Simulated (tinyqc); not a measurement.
## Fermi-level pinning from two metals

Inverse problem. Cowley-Sze model with the space charge neglected: phiB = S (phiM - chi) + (1 - S)(Eg - phi0), S = 1/(1 + q Dit dl/(eps0 ei)), dl in cm. Find S, phi0 and Dit.

Inputs (values chosen for the exercise); band and dielectric values close to those of gallium arsenide: band gap Eg = 1.39 eV; electron affinity chi = 3.99 eV; thickness of the interfacial layer dl = 0.6 nm; relative permittivity of the interfacial layer ei = 2.

Constants: q = 1.602176634e-19 C, eps0 = 8.8541878128e-14 F/cm where lengths are in cm. Results are converted to the units shown.

barriers for metals with phiM = 4.14 and 5.12 eV (eV): [0.58940975, 0.69059025]

Answer. S is the slope of phiB against phiM; either barrier then gives phi0, and S gives Dit.

S = 0.1032
phi0 = 0.7500 eV
Dit = 1.600e14 cm^-2 eV^-1

Computed by the program tinyqc: `OMP_NUM_THREADS=1 python tinyqc.py 2020066 2020067 out.jsonl`, one thread of a shared Intel Xeon 2.30GHz, about 0.06 s for the whole run.
